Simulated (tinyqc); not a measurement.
Phonon transmission through an interface between two chains by Green functions: one step, computed by the program tinyqc.

Two semi-infinite chains (masses m_1, m_2; springs k_1, k_2), motion along the chain. The central region holds the end atom of each chain and three interlayer atoms of mass m_b, joined by springs k_b. lambda = omega^2 in eV/(angstrom^2 u); nu = 15.6333042 THz x sqrt(lambda).

Problem. Band tops and impedances. nu_max = 15.6333042 THz x 2 sqrt(k/m); impedance Z = sqrt(k m); long-wave transmission 4 Z_1 Z_2/(Z_1 + Z_2)^2; the probe frequency is the given share of the lower band top.

Inputs (values chosen for the exercise, for two model chains):
```
quantity                          value           unit
mass m_1                             64              u
spring k_1                          9.4  eV/angstrom^2
mass m_2                           59.5              u
spring k_2                         17.2  eV/angstrom^2
probe frequency / lower band top   0.11              -
```

Atoms in the interlayer: three.

Constants: nu for 1 eV/(angstrom^2 u) = 15.6333042 THz.

Give: band top of chain 1; band top of chain 2; Z_1; Z_2; long-wave transmission; probe frequency.

Solution.

band top of chain 1 = 11.98 THz

band top of chain 2 = 16.81 THz

Z_1 = 24.53 sqrt(eV u)/angstrom

Z_2 = 31.99 sqrt(eV u)/angstrom

long-wave transmission = 0.9826

probe frequency = 1.318 THz
